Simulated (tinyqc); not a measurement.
Changing the stacking-fault energy gamma: straight dislocations in isotropic elasticity: fields, energies, partials, Peierls stress and walls. Computed by tinyqc, a small Python program. Command: `OMP_NUM_THREADS=1 python tinyqc.py 3025376 3025377 out.jsonl disloc sweep`. One thread of a shared host (Intel(R) Xeon(R) Processor @ 2.30GHz), about 0.01 s of CPU time with the checks.

The line runs along z, the glide plane is y = 0, and beta is the angle between b and the line (0 screw, 90 degrees edge): b_e = b sin(beta) along +x with the extra half plane at y > 0, b_s = b cos(beta). Stress is positive in tension.

Inputs (values chosen for the exercise, modelled on germanium): shear modulus G = 56 GPa; Poisson ratio nu = 0.194; Burgers vector b = 4 angstrom.

Character: edge.

Method. Shockley partials have b_p = b/sqrt(3) at the angles beta -/+ 30 degrees; their repulsion balances the fault at d = G b_p^2/(8 pi gamma) (2 - nu)/(1 - nu) [1 - 2 nu cos(2 beta)/(2 - nu)].

One run for each value:
```
stacking-fault energy gamma (mJ/m^2)  splitting width d (nm)    d/b
10                                                     32.35  80.87
16                                                     20.22  50.54
26                                                     12.44  31.10
43                                                      7.52  18.81
70                                                      4.62  11.55
110                                                     2.94   7.35
180                                                     1.80   4.49
300                                                     1.08   2.70
```

Over the rows, splitting width d (nm) falls from 32.3 to 1.08 (exponent d ln y / d ln x about -1.00 throughout); d/b falls from 80.9 to 2.70 (exponent d ln y / d ln x about -1.0 throughout). The exponent of splitting width d stays at -1: repulsion falls as 1/d.
